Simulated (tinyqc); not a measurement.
Changing the C44: anisotropic elasticity and sound waves of a cubic crystal. Computed by tinyqc, a small Python program. Command: `OMP_NUM_THREADS=1 python tinyqc.py 3016477 3016478 out.jsonl cubicelastic sweep`. One thread of a shared host (Intel(R) Xeon(R) Processor @ 2.30GHz), about 0.01 s of CPU time with the checks.

Voigt order 1..6 = xx, yy, zz, yz, xz, xy, with engineering shear strains. The rotated frame has x' as named, z' along the wafer normal and y' = z' x x'.

Inputs (values chosen for the exercise, modelled on gold):
```
quantity,value,unit
C11,190.2,GPa
C12,160.4,GPa
expansion coefficient of the film,14,ppm/K
expansion coefficient of the substrate,2.6,ppm/K
cooling Delta T,200,K
```

Frame: (110) wafer, x' along [1-11].

direction cosines a (rows x', y', z' in the cube axes):
```
,x,y,z
x',0.5773503,-0.5773503,0.5773503
y',0.4082483,-0.4082483,-0.8164966
z',0.7071068,0.7071068,0.0000000
```

Method:
- S11 = (C11 + C12)/D, S12 = -C12/D, D = (C11 - C12)(C11 + 2 C12), S44 = 1/C44. Zener ratio A = 2 C44/(C11 - C12); S0 = S11 - S12 - S44/2; H = 2 C44 + C12 - C11.
- C'_ijkl = C12 delta_ij delta_kl + C44 (delta_ik delta_jl + delta_il delta_jk) - H sum_m a_im a_jm a_km a_lm.
- Invert C' to S'. E along x' = 1/S'11, along y' = 1/S'22; Poisson ratios nu(x'y') = -S'12/S'11 and nu(x'z') = -S'13/S'11; in-plane shear modulus 1/S'66.
- On cooling, a thick substrate imposes eps_1 = eps_2 = (alpha_film - alpha_substrate) Delta T and eps_6 = 0; the free surface sets sigma_3 = sigma_4 = sigma_5 = 0, which fixes eps_3, eps_4, eps_5. Biaxial modulus M = (sigma_1 + sigma_2)/(2 eps); energy density M eps^2. Elastic response and constant coefficients are assumed.

One run for each value:
```
C44 (GPa),Zener ratio A,E along x' (GPa),E along y' (GPa),biaxial modulus M (GPa),nu(x'y'),nu(x'z')
4.47,0.3000,13.29,16.084,40.24,0.48699,0.48699
6.25,0.4195,18.52,21.624,47.36,0.48188,0.48188
8.75,0.5872,25.81,28.722,57.12,0.47475,0.47475
12.20,0.8188,35.75,37.401,70.18,0.46502,0.46502
17.10,1.1477,49.64,47.927,87.91,0.45143,0.45143
23.90,1.6040,68.50,59.861,111.08,0.43298,0.43298
33.50,2.2483,94.32,72.951,141.21,0.40771,0.40771
46.90,3.1477,128.87,86.388,178.92,0.37390,0.37390
65.60,4.4027,174.41,99.442,224.53,0.32934,0.32934
```

What does the table show, and why?

Over the rows, Zener ratio A rises from 0.300 to 4.40 (exponent d ln y / d ln x about 1.0 throughout); E along x' (GPa) rises from 13.3 to 174 (exponent d ln y / d ln x 0.99 between the first rows and 0.90 between the last); E along y' (GPa) rises from 16.1 to 99.4 (exponent d ln y / d ln x 0.88 between the first rows and 0.42 between the last); biaxial modulus M (GPa) rises from 40.2 to 225 (exponent d ln y / d ln x 0.49 between the first rows and 0.68 between the last). The crystal is isotropic at C44 = (C11 - C12)/2 = 14.9 GPa.

Caution (rows 17.1, 23.9, 33.5, 46.9, 65.6): the thermal stress of this film exceeds 200 MPa, which can relax by slip, cracking or buckling in a real film.
